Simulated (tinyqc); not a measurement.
Inside a calculation. Method: one-electron ion in a basis of Gaussians. One step of it, computed by the program tinyqc.

Task: Matrices over normalised Gaussians. With p = a_i + a_j and I(k) = Gamma((k+1)/2) / (2 p^((k+1)/2)): S = I(2l+2), T = (2l+3) a_i a_j S / p, V = -Z I(2l+1), each divided by sqrt(S_ii S_jj).

exponents of r^l exp(-a r^2) (1/bohr^2): 0.123600  0.194800  0.306900

Z = 1

l = 0

Give: S; T; V.

Result:

S, lower triangle:
```
       1      2      3
1  1.000
2  0.962  1.000
3  0.861  0.962  1.000
```

T (hartree), lower triangle:
```
       1      2      3
1  0.185
2  0.218  0.292
3  0.228  0.344  0.460
```

V (hartree), lower triangle:
```
        1       2       3
1  -0.561
2  -0.613  -0.704
3  -0.637  -0.769  -0.884
```
